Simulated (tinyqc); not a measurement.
# Pressure-driven transition between two phases with analytic equations of state, step by step

A worked calculation. Computed by tinyqc, a small Python program that keeps every step. Command: `OMP_NUM_THREADS=1 python tinyqc.py 3009610 3009611 out.jsonl transition walk`. One thread of a shared host (Intel(R) Xeon(R) Processor @ 2.30GHz), about 0.04 s of CPU time with the checks. Intermediate numbers are printed to about 6 digits and carried at full precision; extremes and crossings named in words are read from the listed rows.

Each phase obeys E = E0 + (9 B0 V0/h^2) {1 + [h (1 - x) - 1] exp(h (1 - x))}, P = 3 B0 (1 - x) x^-2 exp(h (1 - x)), x = (V/V0)^(1/3), h = (3/2)(B' - 1); E0 = 0 for phase 1 and Delta E0 for phase 2. H = E + P V.

Inputs (values chosen for the exercise, for two model phases):
```
quantity                                   value             unit
volume V0 of phase 1                        16.7  angstrom^3/atom
B0 of phase 1                                107              GPa
B' of phase 1                               3.45                -
volume V0 of phase 2                        12.7  angstrom^3/atom
B0 of phase 2                                136              GPa
B' of phase 2                                3.5                -
energy of phase 2 above phase 1, Delta E0   0.22          eV/atom
entropy of phase 2 less phase 1, Delta S   -0.32         k_B/atom
temperature T                                600                K
```

Equation of state: Vinet.

Constants: 1 eV/angstrom^3 = 160.2176634 GPa; k_B = 8.617333262e-05 eV/K.

## First estimate from rigid phases

If neither phase were compressed, P = Delta E0/(V0 of phase 1 - V0 of phase 2).

rigid estimate = 8.81197 GPa

## One Newton step

At the estimate, solve P(V) = P for each phase, form H, and step P(new) = P - (H_2 - H_1)/(V_2 - V_1), since dH/dP = V.

V_1 = 15.5287 angstrom^3

H_1 = 0.884608 eV

V_2 = 11.9780 angstrom^3

H_2 = 0.897798 eV

next pressure = 9.40717 GPa

## Transition pressure at zero temperature

Start from P = Delta E0/(V0 of phase 1 - V0 of phase 2); at each P solve P(V) = P for both phases and step P(new) = P - (H_2 - H_1)/(V_2 - V_1); stop when |H_2 - H_1| < 1e-10 eV. At the zero-temperature transition the volume change is V_2/V_1 - 1 and the work is P (V_1 - V_2).

Iterations:
```
step  P (GPa)  V_1 (angstrom^3)  V_2 (angstrom^3)  H_2 - H_1 (meV)
0     8.81197           15.5287           11.9780      1.31903e+01
1     9.40717           15.4614           11.9354      4.58832e-02
2     9.40925           15.4611           11.9352      5.54359e-07
3     9.40925           15.4611           11.9352                0
```

transition pressure = 9.40925 GPa

V_1 at the transition = 15.4611 angstrom^3

V_2 at the transition = 11.9352 angstrom^3

volume change = -22.8050 %

work P (V_1 - V_2) = 0.207070 eV/atom

The rigid estimate is low by 6.3 %: phase 1 shrinks faster than phase 2, so the volume gain narrows under pressure.

## Enthalpies against pressure

For each P solve P(V) = P in both phases.

Both phases:
```
P (GPa)  V_1 (angstrom^3)  V_2 (angstrom^3)  H_2 - H_1 (meV/atom)   stable
0.0               16.7000           12.7000               220.000  phase 1
2.4               16.3430           12.4843               161.162  phase 1
4.7               16.0301           12.2921               106.651  phase 1
7.1               15.7293           12.1046                51.521  phase 1
8.7               15.5415           11.9861                15.673  phase 1
10.0              15.3955           11.8935               -12.956  phase 2
12.0              15.1817           11.7567               -56.186  phase 2
15.0              14.8825           11.5633              -119.311  phase 2
```

H_2 - H_1 changes with slope V_2 - V_1, from -4.000 to -3.319 angstrom^3 per atom over the table, and passes zero at 9.41 GPa. An error of 10 meV per atom in Delta E0 moves the transition by about 0.45 GPa.

## Shift with temperature

At T the condition is H_2 - H_1 - T Delta S = 0, with Delta S constant and thermal expansion left out; the Clausius-Clapeyron slope is dP/dT = Delta S/(V_2 - V_1) at the zero-temperature point.

Clapeyron slope = 1.25303 MPa/K

transition pressure at T = 10.1643 GPa

linear estimate at T = 10.1611 GPa

The dense phase has the lower entropy, so heating raises the transition pressure. Caution: a constant Delta S holds only at high temperature; it vanishes as T goes to 0, so the shift counted from T = 0 is somewhat too large.

Checks made by the program: slope of the common tangent, -(E_2 - E_1)/(V_2 - V_1) (relative difference below 1e-10).
